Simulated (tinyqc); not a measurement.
# One-dimensional ballistic tunnel FET, two-band WKB, step by step

Numbers from tinyqc (`OMP_NUM_THREADS=1 python tinyqc.py 2620115 2620116 out.jsonl`; about 0.02 s on one thread of a shared Intel Xeon 2.30GHz). Printed values are rounded.

A p-type source for x < 0 with its Fermi level at 0 and its valence edge at ds; in the channel the bands fall as D exp(-x/lam) towards their flat values, with the conduction edge at Ec = ds - dP and D = dP + Eg. The gate moves dP one to one. The drain Fermi level lies at -Vd and the drain side reflects nothing. For w = E - Ec between 0 and dP an electron crosses the gap. Two-band dispersion with equal masses m: inside the gap kappa = sqrt(m u (1 - u/Eg)/C), u the distance from a band edge, C = hbar^2/(2 m0).

Inputs (values chosen for the exercise); band and dielectric values close to those of indium phosphide:
```
symbol,value,unit,meaning
T,77,K,temperature
Eg,1.32,eV,band gap
m,0.1,m0,band-edge mass of the two-band model
lam,5.3,nm,screening length of the source junction
ds,0.14,eV,source valence edge above the source Fermi level
Vd,0.3,V,drain bias
g,1,,number of degenerate subbands (spin apart)
dP,0.5,eV,tunnelling window Ev(source) - Ec(channel)
w0,0.22,eV,energy above the channel conduction edge
nc,9,,cells of the path
nE,13,,points of the energy grid
```

Constants: q = 1.602176634e-19 C, kB = 1.380649e-23 J/K, hbar = 1.054571817e-34 J s, h = 6.62607015e-34 J s, m0 = 9.1093837015e-31 kg, Vt = kB T/q, hbar^2/(2 m0) = 0.0380998212 eV nm^2. Results are converted to the units shown.

## The path through the gap by the midpoint rule

At w = w0 the path runs from xa = lam ln(D/(w + Eg)) to xb = lam ln(D/w); u(x) = w + Eg - D exp(-x/lam) is the height above the valence edge. Cut it into nc equal cells: S = 2 (cell width) times the sum of kappa at the centres.

xa = 0.885387 nm
xb = 11.1987 nm
x, cell 0 to 8 (nm): [1.4583, 2.6043, 3.7502, 4.8961, 6.0420, 7.1880, 8.3339, 9.4798, 10.6257]
u, cell 0 to 8 (eV): [0.15780, 0.42655, 0.64304, 0.81744, 0.95793, 1.07111, 1.16228, 1.23572, 1.29488]
kappa, cell 0 to 8 (1/nm): [0.603873, 0.870505, 0.930362, 0.903801, 0.830449, 0.728070, 0.603744, 0.455064, 0.254300]
S = 14.1640

## The exponent in closed form

S(w) = 2 lam int_0^Eg kappa(u) du/(w + Eg - u) = 2 pi lam sqrt(m/(C Eg)) [w + Eg/2 - sqrt(w (w + Eg))], T(w) = exp(-S). The common triangular estimate is S = (4/3) lam sqrt(m/C) Eg^1.5/(dP + Eg) for all w.

S(w0) = 13.9903
T(w0) = 8.39596e-7
triangular S = 9.53987

The midpoint value is 1.2 % above the closed form, and the triangular estimate 32 % below it.

## Current on a coarse grid

S(w) = 2 lam int_0^Eg kappa(u) du/(w + Eg - u) = 2 pi lam sqrt(m/(C Eg)) [w + Eg/2 - sqrt(w (w + Eg))], T(w) = exp(-S). I = g (2 q^2/h) int_0^dP T(w) [f(E) - f(E + Vd)] dw, E = ds - dP + w, f(x) = 1/(1 + exp(x/Vt)). Simpson's rule on nE equally spaced points.

w, point 0 to 12 (eV): [0.000000, 0.041667, 0.083333, 0.125000, 0.166667, 0.208333, 0.250000, 0.291667, 0.333333, 0.375000, 0.416667, 0.458333, 0.500000]
T(w), point 0 to 12: [3.46972e-14, 3.53315e-10, 6.52873e-9, 4.55347e-8, 1.96203e-7, 6.29688e-7, 1.65352e-6, 3.75232e-6, 7.61995e-6, 1.41798e-5, 2.45923e-5, 4.02501e-5, 6.27625e-5]
difference of the f, point 0 to 12: [1.18263e-4, 0.0593577, 0.971154, 0.999944, 1.00000, 1.00000, 1.00000, 0.999966, 0.982344, 0.0944373, 1.95428e-4, 3.66370e-7, 6.86700e-10]
I = 4.49376e-5 uA

A converged quadrature gives 5.166e-5 uA; this grid is 13 % below that.
